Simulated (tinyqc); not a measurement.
## Schottky diode by thermionic emission with image-force lowering and series resistance: effect of the doping on the lowering

Metal on an n-type semiconductor with one parabolic valley; V > 0 is forward bias (metal positive). I = I0 [exp(Vj/(n Vt)) - 1] with Vj = V - I Rs; I0 = S A* T^2 exp(-(phi - dphi)/Vt), the lowering dphi taken at zero bias.

A* = 4 pi q me m0 kB^2/h^3 (times 1e-4 for A/(cm^2 K^2)); Nc = 2 (2 pi me m0 kB T/h^2)^1.5 (times 1e-6 for cm^-3); xi = Vt ln(Nc/Nd), Vbi = phi - xi; surface field Em = sqrt(2 q Nd (Vbi - V - Vt)/(eps0 eps_r)); dphi = sqrt(q Em/(4 pi eps0 eps_r)). Here V = 0 in Em.

Inputs (values chosen for the exercise); band and dielectric values those of a made-up semiconductor: temperature T = 350 K; electron mass me = 0.0464 m0; relative permittivity eps_r = 10.6; barrier height seen from the metal phi = 0.45 eV; area S = 2.2e-5 cm^2.

Constants: q = 1.602176634e-19 C, kB = 1.380649e-23 J/K, h = 6.62607015e-34 J s, m0 = 9.1093837015e-31 kg, Vt = kB T/q, eps0 = 8.8541878128e-14 F/cm where lengths are in cm. Results are converted to the units shown.

Results:
```
Nd (cm^-3)  Vbi (V)  Em (kV/cm)  dphi (meV)     I0 (A)
1.1e14      0.20982      2.5976      5.9403  6.0633e-6
2.7e14      0.23691      4.3656      7.7010  6.4277e-6
6.5e14      0.26340      7.1946      9.8861  6.9107e-6
1.6e15      0.29057      11.927      12.729  7.5938e-6
3.9e15      0.31745      19.558      16.300  8.5483e-6
9.4e15      0.34398      31.736      20.763  9.9117e-6
5.6e16      0.39780      83.840      33.748  1.5245e-5
```

Estimate the missing row, Nd = 2.3e16 cm^-3.

Computed row:
```
Nd (cm^-3)  Vbi (V)  Em (kV/cm)  dphi (meV)     I0 (A)
2.3e16      0.37097      51.732      26.510  1.1992e-5
```

With this row back in the table: dphi rises from 5.94 to 33.7 meV, as Nd^(0.28) (1/4 at fixed Vbi), and I0 grows by a factor of 2.51. Emission limits the current only if the drift velocity at the surface is well above A* T^2/(q Nc) = 1.35e7 cm/s; with a mobility of 8800 cm^2/(V s) it is less than three times that in 2 of the rows, where I0 is overstated.

Program tinyqc, `OMP_NUM_THREADS=1 python tinyqc.py 2640007 2640008 out.jsonl`; Intel Xeon 2.30GHz, shared host, one thread, about 0.01 s.
